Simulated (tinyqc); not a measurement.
Effective-mass impurity with a central-cell term, in a basis of Slater functions: one step, computed by the program tinyqc.

The envelope obeys H = -nabla^2 - (2/r) [Z + A exp(-kappa r)] in effective units, with kappa = a*/lambda; positive A deepens the well near the core.

Task: Generalised eigenproblem. (T + V + W) c = E S c with c^T S c = 1 and the largest component positive.

Impurity: donor, one isotropic band.

kinetic T (Ry*):
```
,1,2,3
1,0.1936,0.3457587,0.4005738
2,0.3457587,1.024144,1.829063
3,0.4005738,1.829063,5.417722
```

Coulomb V (Ry*):
```
,1,2,3
1,-0.88,-1.127474,-1.082492
2,-1.127474,-2.024,-2.593190
3,-1.082492,-2.593190,-4.6552
```

central cell W (Ry*):
```
,1,2,3
1,0.008876069,0.02799652,0.07885032
2,0.02799652,0.08873237,0.2522972
3,0.07885032,0.2522972,0.7311025
```

overlap S:
```
,1,2,3
1,1.000000,0.776497,0.391130
2,0.776497,1.000000,0.776497
3,0.391130,0.776497,1.000000
```

Give: two lowest levels; coefficients of the lowest state; <T>; <W>.

Result:

two lowest levels (Ry*): [-0.9299, -0.2027]

coefficients of the lowest state: [0.049, 1.025, -0.084]

<T> = 0.8301 Ry*

<W> = 0.05704 Ry*
